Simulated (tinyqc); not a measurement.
Trading HF for NH4F at fixed fluoride: speciation in dilute and buffered hydrofluoric acid, oxide etch rate and bath loading. Computed by tinyqc, a small Python program. Command: `OMP_NUM_THREADS=1 python tinyqc.py 3120796 3120797 out.jsonl hfetch walk`. One thread of a shared host (Intel(R) Xeon(R) Processor @ 2.30GHz), about 0.01 s of CPU time with the checks.

Concentrations stand for activities, NH4+ and Cl- are spectators, and water ionisation is neglected. H, F and HF2 denote the ions H+, F- and HF2-. The base temperature is 298 K.

Inputs (values chosen for the exercise, of the order of those for thermal oxide at room temperature): HF added = 0.12 mol/L; NH4F added = 0 mol/L; K1 = [H][F]/[HF] = 0.000641 mol/L; K2 = [HF2]/([HF][F]) = 4.29 L/mol; K3 = [H2F2]/[HF]^2 = 2.53 L/mol; rate constant of neutral HF k_a = 14 nm L/(min mol); rate constant of HF2 k_b = 55 nm L/(min mol).

Method:
- Fluoride balance: [HF] + [F] + 2 [HF2] + 2 [H2F2] = HF added + NH4F added. Acid balance: [H] + [HF] + [HF2] + 2 [H2F2] = HF added + HCl added. For a trial [H], [HF] = [H][F]/K1, and the fluoride balance is a quadratic in [F].
- Rate = k_a ([HF] + 2 [H2F2]) + k_b [HF2], an empirical two-term form.
- Total fluoride is held at HF + NH4F added, without HCl; x is the share added as HF.

Against x:
```
x         pH  [F] (mol/L)  [HF] (mol/L)  [HF2] (mol/L)  rate (nm/min)
0.05  4.6427      0.11211      0.003982      0.0019151         0.1622
0.15  4.0963      0.09703      0.012127      0.0050482         0.4579
0.30  3.6828      0.07615      0.024659      0.0080560         0.8314
0.40  3.4747      0.06334      0.033117      0.0089984         1.0362
0.50  3.2849      0.05136      0.041575      0.0091602         1.2083
0.60  3.0986      0.04018      0.049960      0.0086127         1.3500
0.75  2.7964      0.02494      0.062183      0.0066541         1.5104
0.90  2.4109      0.01209      0.073205      0.0037958         1.6133
1.00  2.0860      0.00614      0.078527      0.0020671         1.6499
```

[HF2] is largest at x = 0.5 and the rate at x = 1 among these rows; HF2 needs both HF and F.

Extremes, crossings and ranges named in words are read from the listed rows.
